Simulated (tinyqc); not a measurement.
Compensation sets the slope of the freeze-out: donors with valley-orbit split 1s states.

Each donor binds at most one electron, in any of its states. For a site s, W_s = sum over its states of g exp(E/kT), and the ionised share is 1/(1 + W_s exp(eta)), eta = (EF - Ec)/kT; n = Nc F_1/2(eta); neutrality n + NA = ND x (mean ionised share); holes are neglected. Nc from N = 2 (m kB T/(4 pi c))^(3/2) with c = hbar^2/2m0, in 1/angstrom^3; times 1e24 for 1/cm^3, m = md. F_j(eta) = (1/Gamma(j + 1)) integral_0^infinity x^j dx/(1 + exp(x - eta)), which tends to exp(eta) for eta << 0.

Constants: hbar^2/2m0 = 3.80998211 eV angstrom^2; kB = 8.617333262e-05 eV/K.

Inputs chosen for the exercise (near those of As in Si; the results hold for these values, not for the real material): md = 1.086 m0 (density-of-states mass of the conduction band); E = (54.7, 34.1, 33.3) meV (binding energies of 1s(A1), 1s(T2), 1s(E)); g = (2, 6, 4) (their degeneracies with spin); ND = 9.2e+15 1/cm^3 (donors).

NA = K ND. The slope energy is -d ln(n T^(-p))/d(1/kT) between 30 and 36 K, with p = 3/4 for K = 0 and p = 3/2 otherwise.

Results:

| K | n(30 K) (1/cm^3) | n(36 K) (1/cm^3) | slope energy (meV) |
|---|---|---|---|
| 0 | 1.63e+12 | 1.09e+13 | 27.31 |
| 0.0010 | 2.81e+11 | 7.22e+12 | 46.10 |
| 0.010 | 2.87e+10 | 1.26e+12 | 54.42 |
| 0.050 | 5.51e+09 | 2.45e+11 | 54.62 |
| 0.20 | 1.16e+09 | 5.16e+10 | 54.63 |
| 0.50 | 2.90e+08 | 1.29e+10 | 54.63 |

Without acceptors the slope is 27.31 meV, against half the ground-state energy, 27.35; with K = 0.05 it is 54.62 meV, against the full 54.7. The full energy (less a few meV where excited levels lie within a few kT) shows where n is far below NA, since the acceptors then hold EF near the donor level: n(36 K)/NA is 0.78 for K = 0.001 and 0.00053 for K = 0.05; where it is not small, the slope falls short of the full energy.

tinyqc: `OMP_NUM_THREADS=1 python tinyqc.py 1681842 1681843 out.jsonl`; about 0.01 s, one thread, shared Intel(R) Xeon(R) Processor @ 2.30GHz.
